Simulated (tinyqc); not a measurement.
# Off-state leakage of single and stacked transistors: two studies

n-channel devices of unit width. Subthreshold current I(Vg, Vs, Vd) = I0 (T/300 K)^0.5 exp[(Vg - Vs - VT(T) - gb (Vs - Vb) + dd (Vd - Vs))/(nf Vt)] (1 - exp(-(Vd - Vs)/Vt)), VT(T) = VT - cT (T - 300 K). Gate-edge tunnelling Ig (Vd/1 V) exp(ag (Vd - 1 V)), for a gate at 0 V, and band-to-band leakage Ab u exp(-Bb/u), u = Vd - Vb + 1 V, flow at a drain held at V; both are taken as independent of T. In a stack of off transistors (all gates at 0 V) the same subthreshold current passes through each.

Parameters, values chosen for the exercise; values of the order met in bulk silicon logic transistors:

| symbol | value | unit | meaning |
|---|---|---|---|
| T | 330 | K | temperature |
| V | 1.2 | V | supply voltage |
| VT | 0.45 | V | threshold at 300 K, zero drain and body bias |
| cT | 0.7 | mV/K | fall of the threshold with temperature |
| I0 | 0.27 | uA/um | current at threshold at 300 K |
| nf | 1.2 |  | slope factor |
| dd | 0.14 |  | drain-induced lowering per volt |
| gb | 0.22 |  | rise of the threshold per volt of source-body bias |
| Ig | 1e-5 | uA/um | gate-edge tunnelling current at 1 V |
| ag | 4 | 1/V | exponential slope of the gate current |
| Ab | 4 | uA/(um V) | prefactor of band-to-band leakage at the drain |
| Bb | 21 | V | its exponential voltage |
| Vb | -0.3 | V | body voltage |

Constants: q = 1.602176634e-19 C, kB = 1.380649e-23 J/K, Vt = kB T/q. Results are converted to the units shown.

Each table varies one quantity; the others keep the values above.

## Subthreshold current against the height of the stack

All n gates at 0 V, bottom source at 0 V, top drain at V; node voltages follow from equal currents.

Result of one run:
columns A: n; B: I (nA/um); C: reduction factor; D: drain voltage of the bottom device (mV); E: source voltage of the top device (mV); F: voltage across the top device (V)
```
A         B      C      D      E      F
2  2.209e-4  88.34  112.4  112.4  1.088
```

What becomes of these results when the number of transistors in series n is changed from 2 to 5, all else the same?

Result of the changed run:
columns A: n; B: I (nA/um); C: reduction factor; D: drain voltage of the bottom device (mV); E: source voltage of the top device (mV); F: voltage across the top device (V)
```
A         B      C      D      E      F
5  4.050e-5  481.9  9.133  155.0  1.045
```

The whole series:
columns A: n; B: I (nA/um); C: reduction factor; D: drain voltage of the bottom device (mV); E: source voltage of the top device (mV); F: voltage across the top device (V)
```
A         B      C      D      E      F
1   0.01952  1.000   1200      0  1.200
2  2.209e-4  88.34  112.4  112.4  1.088
3  9.084e-5  214.9  24.56  134.7  1.065
4  5.621e-5  347.2  13.35  146.8  1.053
5  4.050e-5  481.9  9.133  155.0  1.045
6  3.159e-5  617.8  6.929  161.2  1.039
```

The second transistor cuts the current by a factor of 88.3, the third by a further 2.43 and the sixth by 1.28. The top device keeps 86.6 % of the supply at n = 6, while the drain voltage of the bottom one falls to 0.244 Vt.

## Leakage components against the threshold

Same model as above.

One transistor with Vg = Vs = 0, Vd = V; stack factor I(one)/I(two in series).

The same in every row: gate edge (nA/um) = 0.02671; band-to-band (nA/um) = 2.249; stack factor = 88.34.

Leakage components against the threshold:
```
VT (V)  subthreshold (nA/um)  total (nA/um)  largest part
0.15                   128.4          130.6  subthreshold
0.2                    29.66          31.93  subthreshold
0.25                   6.851          9.127  subthreshold
0.3                    1.583          3.858  band-to-band
0.35                  0.3657          2.641  band-to-band
0.4                  0.08448          2.360  band-to-band
0.45                 0.01952          2.295  band-to-band
0.5                 0.004509          2.280  band-to-band
0.55                0.001042          2.276  band-to-band
0.6                 2.407e-4          2.276  band-to-band
```

What does the table show?

As VT goes from 0.15 to 0.6, the total leakage falls from 131 to 2.28 nA/um. The subthreshold part leads at VT = 0.15, the band-to-band part from 0.3 on. The reduction by a stack of two stays at 88.3, for the subthreshold part alone. For VT = 0.15, 0.2 the gate is within about 3 nf Vt of threshold, where the exponential law overstates the current.

Program tinyqc, `OMP_NUM_THREADS=1 python tinyqc.py 2242051 2242052 out.jsonl`; Intel Xeon 2.30GHz, shared host, one thread, about 0.03 s.
